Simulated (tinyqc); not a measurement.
Offset from the accumulated charge.

Problem. Layer 1 (x < 0) accumulates electrons and layer 2 (x > 0) is depleted. Boltzmann statistics. Sheet densities from the first integral: Q1 = sqrt((2 eps0 eps_r Vt N1/q)(exp(u1) - u1 - 1)) extra electrons, Q2 = sqrt((2 eps0 eps_r Vt N2/q)(exp(-u2) + u2 - 1)) missing ones, u = V/Vt; neutrality Q1 = Q2 + si. V1 + V2 = dE + Vt ln[(N2/Nc2)/(N1/Nc1)]. Find V1, V2 and dE.

Inputs (values chosen for the exercise); values of the order of III-V alloys: temperature T = 300 K; relative permittivity of both layers eps_r = 12.2; density of states of the narrow-gap layer 1 Nc1 = 5.9e17 cm^-3; density of states of the wide-gap layer 2 Nc2 = 8.3e17 cm^-3; donor density in layer 1 N1 = 1.5e16 cm^-3; donor density in layer 2 N2 = 6e16 cm^-3; fixed charge at the interface si = 0 cm^-2.

Constants: q = 1.602176634e-19 C, kB = 1.380649e-23 J/K, Vt = kB T/q, eps0 = 8.8541878128e-14 F/cm where lengths are in cm. Results are converted to the units shown.

Q1 = 3.9213239e11 cm^-2

Answer. Each sheet density rises steadily with its bending, so Q1 fixes V1 and Q2 = Q1 - si fixes V2.

V1 = 0.09111 V
V2 = 0.2159 V
dE = 0.2800 eV

Numbers from tinyqc (`OMP_NUM_THREADS=1 python tinyqc.py 2410040 2410041 out.jsonl`; about 0.08 s on one thread of a shared Intel Xeon 2.30GHz).
